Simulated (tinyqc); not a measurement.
Diffused layer (complementary error function), carriers, mobility and sheet resistance with incomplete ionisation: effect of the temperature.

A p-type layer from the surface x = 0 to the junction xj, N(x) = N0 erfc(x/Ld). Local neutrality (no depletion at surface or junction, no spilling of carriers), intrinsic carriers neglected, Boltzmann statistics.

NB is given at 250 K and scales as (T/250 K)^1.5. erfc(xj/Ld) = Nb/N0. Active dopant A = min(N, Ns); p solves p (p + Nb)/(A - Nb - p) = K, K = (NB/gd) exp(-E/Vt), E = max(Ei - ks A^(1/3), 0), so p = 2 K (A - Nb)/[Nb + K + sqrt((Nb + K)^2 + 4 K (A - Nb))]; mobility mu = m1 + (m2 (T/300 K)^(-bt) - m1)/(1 + ((A + Nb)/Nr)^am). Dose = integral of N, carrier sheet density = integral of p, 1/Rs = q integral of p mu, mean mobility 1/(q Rs sheet density), Hall mobility (unit Hall factor) = integral of p mu^2 over integral of p mu, Hall sheet density = (integral of p mu)^2/integral of p mu^2; all from 0 to xj. Integrals on 4000 steps.

Parameters, values chosen for the exercise; values close to those of magnesium in GaN over an n-type background:

| symbol | value | unit | meaning |
|---|---|---|---|
| Nb | 1.8e16 | cm^-3 | background doping of the opposite type |
| N0 | 5.8e18 | cm^-3 | peak chemical concentration |
| m1 | 2.96 | cm^2/(V s) | mobility limit at high doping |
| m2 | 166 | cm^2/(V s) | mobility limit at low doping, at 300 K |
| Nr | 2.89e17 | cm^-3 | reference doping of the mobility law |
| am | 0.595 |  | exponent of the mobility law |
| bt | 2.1 |  | temperature exponent of m2 |
| Ns | 5.14e19 | cm^-3 | solubility limit of active dopant |
| NB | 3.55e19 | cm^-3 | valence-band density of states at the reference temperature |
| Ei | 0.171 | eV | ionisation energy in the dilute limit |
| gd | 4 |  | degeneracy factor of the level |
| ks | 4e-8 | eV cm | lowering of Ei per N^(1/3) |
| Ld | 41 | nm | diffusion length 2 sqrt(D t) |

Constants: q = 1.602176634e-19 C, kB = 1.380649e-23 J/K, Vt = kB T/q. Results are converted to the units shown.

The same in every row: xj (nm) = 85.74; dose (cm^-2) = 1.340e13.

Effect of the temperature:
```
T (K)	carriers (cm^-2)	Rs (ohm/square)	mean mobility (cm^2/(V s))	Rs xj (ohm nm)	Hall/true sheet density
150	1.613e11	2.833e5	136.6	2.429e7	0.9249
200	6.778e11	1.111e5	82.88	9.526e6	0.8791
250	1.559e12	7.230e4	55.36	6.198e6	0.8592
300	2.683e12	5.912e4	39.35	5.069e6	0.8568
350	3.900e12	5.457e4	29.33	4.679e6	0.8629
400	5.094e12	5.392e4	22.72	4.623e6	0.8726
450	6.195e12	5.539e4	18.19	4.749e6	0.8834
500	7.170e12	5.814e4	14.97	4.985e6	0.8943
550	8.012e12	6.173e4	12.62	5.293e6	0.9049
```

As T goes from 150 to 550, xj stays at 85.7 nm, Rs goes from 2.83e5 through a minimum of 53900 (at T = 400 among the rows listed) to 61700 ohm/square, the mean mobility falls from 137 to 12.6 cm^2/(V s) and the share of the dose that conducts rises from 1.20 to 59.8 %. Ionisation gains at low temperature and the mobility loss wins at high temperature, which gives the minimum of Rs.

Numbers from tinyqc (`OMP_NUM_THREADS=1 python tinyqc.py 2110068 2110069 out.jsonl`; about 0.01 s on one thread of a shared Intel Xeon 2.30GHz).
